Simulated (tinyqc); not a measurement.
Worked calculation: plane-wave Kohn-Sham cycle with exchange-only LDA in a layered model solid. Computed by tinyqc, a small Python program that keeps every step. Settings: points = 16, plane-wave index or count = 2, electrons = 2, k points = 1, area = 12.0, mixing = 0.1, iteration cap = 51, Pulay depth = 3. Command: `OMP_NUM_THREADS=1 python tinyqc.py 31955 31956 out.jsonl` (the two numbers bound the seeds that draw the settings). One thread of a shared host (Intel(R) Xeon(R) Processor @ 2.60GHz), about 0.01 s of CPU time with the checks. Later iterations appear only in the table of the cycle.

## Iteration 1: potential

A solid whose potential varies along x alone (atomic units):
```
parameter                      value
period a                   11.800000
cross-section of the cell  12.000000
electrons per cell                 2
grid points                       16
plane waves -n..n, n               2
k points                           1
V1 in V1 cos(2 pi x/a)     -0.100000
V2 in V2 cos(4 pi x/a)      0.110000
```

density at the start, on the grid x_j = j a/N (e/bohr^3): [0.01412429, 0.01412429, 0.01412429, 0.01412429, 0.01412429, 0.01412429, 0.01412429, 0.01412429, 0.01412429, 0.01412429, 0.01412429, 0.01412429, 0.01412429, 0.01412429, 0.01412429, 0.01412429]

V_H(G) = 4 pi rho(G)/G^2 for G != 0 (uniform background); v_x = -(3 rho/pi)^(1/3); V = V_ext + V_H + v_x; Fourier components f(G_m) = (1/N) sum_j f(x_j) exp(-i G_m x_j).

Potentials on the grid (hartree):
```
x              V_ext       V_H        v_x          V
0.000000    0.010000  0.000000  -0.238038  -0.228038
0.737500   -0.014606  0.000000  -0.238038  -0.252644
1.475000   -0.070711  0.000000  -0.238038  -0.308749
2.212500   -0.116050  0.000000  -0.238038  -0.354088
2.950000   -0.110000  0.000000  -0.238038  -0.348038
3.687500   -0.039513  0.000000  -0.238038  -0.277551
4.425000    0.070711  0.000000  -0.238038  -0.167327
5.162500    0.170170  0.000000  -0.238038  -0.067868
5.900000    0.210000  0.000000  -0.238038  -0.028038
6.637500    0.170170  0.000000  -0.238038  -0.067868
7.375000    0.070711  0.000000  -0.238038  -0.167327
8.112500   -0.039513  0.000000  -0.238038  -0.277551
8.850000   -0.110000  0.000000  -0.238038  -0.348038
9.587500   -0.116050  0.000000  -0.238038  -0.354088
10.325000  -0.070711  0.000000  -0.238038  -0.308749
11.062500  -0.014606  0.000000  -0.238038  -0.252644
```

V(G_m), m = 0, 1, 2, ... (hartree): [-0.238038, -0.050000, 0.055000, 0.000000, 0.000000]

## Iteration 1: Hamiltonian at one k

k = 0.000000 2 pi / a

H(m,m') = (k + G_m)^2/2 delta + V(G_m - G_m'), with V(-G) = V(G).

H (hartree), order -2, -1, +0, +1, +2:
$$\begin{pmatrix}
0.329018 & -0.050000 & 0.055000 & 0.000000 & 0.000000 \\
-0.050000 & -0.096274 & -0.050000 & 0.055000 & 0.000000 \\
0.055000 & -0.050000 & -0.238038 & -0.050000 & 0.055000 \\
0.000000 & 0.055000 & -0.050000 & -0.096274 & -0.050000 \\
0.000000 & 0.000000 & 0.055000 & -0.050000 & 0.329018
\end{pmatrix}$$

## Iteration 1: levels at that k

Diagonalise the Hermitian matrix.

eigenvalues (hartree): [-0.266804, -0.156424, -0.032066, 0.334168, 0.348577]

## Iteration 1: new density

Motion across x is left out: the lowest 1 band(s) hold two electrons at each of the k points (j + 1/2)/nk - 1/2. Residual R = rho(out) - rho(in); rho(new) = rho(in) + 0.1 R. rho(out) = 2/(a A nk) sum |psi|^2 with psi = sum c exp(i G x). Harris energy E = band energy - dV sum rho (V_H/2 + v_x) + (3/4) dV sum rho v_x with rho(in), dV = a A/N, band energy = (2/nk) sum of the filled levels.

rho(out) (e/bohr^3): [0.02046794, 0.02088518, 0.02145725, 0.02057379, 0.01705907, 0.01161949, 0.00650042, 0.00341872, 0.00249293, 0.00341872, 0.00650042, 0.01161949, 0.01705907, 0.02057379, 0.02145725, 0.02088518]

density after iteration 1 (e/bohr^3): [0.01475866, 0.01480038, 0.01485759, 0.01476924, 0.01441777, 0.01387381, 0.01336191, 0.01305374, 0.01296116, 0.01305374, 0.01336191, 0.01387381, 0.01441777, 0.01476924, 0.01485759, 0.01480038]

energy per cell = -0.41458921 hartree

## Iteration 2: potential

As before.

Potentials on the grid (hartree):
```
x              V_ext        V_H        v_x          V
0.000000    0.010000   0.039913  -0.241549  -0.191637
0.737500   -0.014606   0.037719  -0.241777  -0.218664
1.475000   -0.070711   0.030892  -0.242088  -0.281906
2.212500   -0.116050   0.019138  -0.241607  -0.338520
2.950000   -0.110000   0.003131  -0.239675  -0.346544
3.687500   -0.039513  -0.014767  -0.236622  -0.290903
4.425000    0.070711  -0.030973  -0.233676  -0.193938
5.162500    0.170170  -0.042090  -0.231865  -0.103785
5.900000    0.210000  -0.046014  -0.231316  -0.067329
6.637500    0.170170  -0.042090  -0.231865  -0.103785
7.375000    0.070711  -0.030973  -0.233676  -0.193938
8.112500   -0.039513  -0.014767  -0.236622  -0.290903
8.850000   -0.110000   0.003131  -0.239675  -0.346544
9.587500   -0.116050   0.019138  -0.241607  -0.338520
10.325000  -0.070711   0.030892  -0.242088  -0.281906
11.062500  -0.014606   0.037719  -0.241777  -0.218664
```

V(G_m), m = 0, 1, 2, ... (hartree): [-0.237968, -0.031089, 0.054265, 0.000010, -0.000023]

## Iteration 2: Hamiltonian at one k

k = 0.000000 2 pi / a

As before.

H (hartree), order -2, -1, +0, +1, +2:
$$\begin{pmatrix}
0.329088 & -0.031089 & 0.054265 & 0.000010 & -0.000023 \\
-0.031089 & -0.096204 & -0.031089 & 0.054265 & 0.000010 \\
0.054265 & -0.031089 & -0.237968 & -0.031089 & 0.054265 \\
0.000010 & 0.054265 & -0.031089 & -0.096204 & -0.031089 \\
-0.000023 & 0.000010 & 0.054265 & -0.031089 & 0.329088
\end{pmatrix}$$

## Iteration 2: levels at that k

As before.

eigenvalues (hartree): [-0.255548, -0.152478, -0.038068, 0.331119, 0.342774]

## Iteration 2: new density

B (overlaps of the stored error matrices):
$$\begin{pmatrix}
8.3292576e-04 & 5.2534123e-04 \\
5.2534123e-04 & 3.6956386e-04
\end{pmatrix}$$

Motion across x is left out: the lowest 1 band(s) hold two electrons at each of the k points (j + 1/2)/nk - 1/2. Residual R = rho(out) - rho(in); rho(new) = rho(in) + 0.1 R; Pulay mixing then takes sum c_i of the stored mixed densities, with c from B_ij = sum R_i R_j as in DIIS. rho(out) = 2/(a A nk) sum |psi|^2 with psi = sum c exp(i G x). Harris energy E = band energy - dV sum rho (V_H/2 + v_x) + (3/4) dV sum rho v_x with rho(in), dV = a A/N, band energy = (2/nk) sum of the filled levels.

rho(out) (e/bohr^3): [0.01611632, 0.01701098, 0.01898870, 0.02012150, 0.01845913, 0.01397775, 0.00886430, 0.00538695, 0.00425377, 0.00538695, 0.00886430, 0.01397775, 0.01845913, 0.02012150, 0.01898870, 0.01701098]

DIIS coefficients: [-1.026153, 2.026153]

density after iteration 2 (e/bohr^3): [0.01503374, 0.01524828, 0.01569462, 0.01585369, 0.01523661, 0.01389487, 0.01245062, 0.01150033, 0.01119691, 0.01150033, 0.01245062, 0.01389487, 0.01523661, 0.01585369, 0.01569462, 0.01524828]

energy per cell = -0.39354069 hartree

## Convergence

Stop when sqrt(dV sum R^2) is below 1e-8, dV = a A/N.

Course of the cycle:
```
iteration  E (hartree)  norm of the residual
1          -0.41458921              8.59e-02
2          -0.39354069              5.72e-02
3          -0.38365233              3.26e-02
4          -0.38385163              2.78e-02
5          -0.38141205              4.07e-03
6          -0.38136198              3.57e-04
7          -0.38136187              2.65e-04
8          -0.38136196              6.48e-05
9          -0.38136195              4.32e-05
10         -0.38136195              8.56e-06
11         -0.38136195              4.22e-06
12         -0.38136195              3.59e-06
13         -0.38136195              9.26e-07
14         -0.38136195              8.15e-07
15         -0.38136195              1.34e-07
16         -0.38136195              5.13e-08
17         -0.38136195              3.71e-08
18         -0.38136195              1.83e-08
19         -0.38136195              1.61e-08
20         -0.38136195              2.87e-09
```

Converged in 20 iterations. Before convergence this energy mixes input and output and is not variational, so it may rise towards its limit.
